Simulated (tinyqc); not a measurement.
## Doping and thickness from pinch-off voltage and conductance

Question. A uniform channel has Vp = q Nd a^2/(2 eps0 eps_r) and G0 = 2 q mu Nd a W/L. Find a and Nd.

Inputs (values chosen for the exercise); material values close to those of gallium arsenide: relative permittivity of the semiconductor eps_r = 12.9; low-field mobility at this doping mu = 3300 cm^2/(V s); gate length L = 5 um; gate width W = 50 um.

Constants: q = 1.602176634e-19 C, eps0 = 8.8541878128e-14 F/cm where lengths are in cm. Results are converted to the units shown.

Vp = 3.6484828 V
G0 = 32.357559 mS

Solution. G0 gives the product Nd a and Vp gives Nd a^2; their ratio is a.

a = 170 nm
Nd = 1.80e17 cm^-3

Program tinyqc, `OMP_NUM_THREADS=1 python tinyqc.py 2500068 2500069 out.jsonl`; Intel Xeon 2.30GHz, shared host, one thread, about 0.05 s.
